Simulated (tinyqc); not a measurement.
Cabrera-Mott growth of a thin oxide under its own electric field: one step, computed by the program tinyqc.

Electrons cross the film freely and set a fixed potential V across it; the field V/x lowers the barrier for ions entering the oxide.

Question. Thickness after time t. u = u0 exp(-W/(k_B T)), X1 = z b V/(k_B T) with V in volts and k_B T in eV; dx/dt = 2 u sinh(X1/x). t(x) = int_(x0)^x dx / (dx/dt) by Gauss-Legendre quadrature (80 points on each side of (x0 + 2 x)/3), solved for x.

Inputs (values chosen for the exercise, for a model metal):
```
quantity,value,unit
Mott potential V,0.83,V
temperature T,550,K
starting thickness x0,4.2,angstrom
time t,55,s
```

Backward hops: kept.

u = 0.001896122 angstrom/s

X1 = 29.77086 angstrom

Give: thickness x; rate at time t; field at time t.

Answer.

thickness x = 9.903 angstrom

rate at time t = 0.03823 angstrom/s

field at time t = 8.382 MV/cm

X1/x = 3.01: the field term still rules. Caution: the starting field or rate is formal: the first layers form as fast as oxygen arrives.
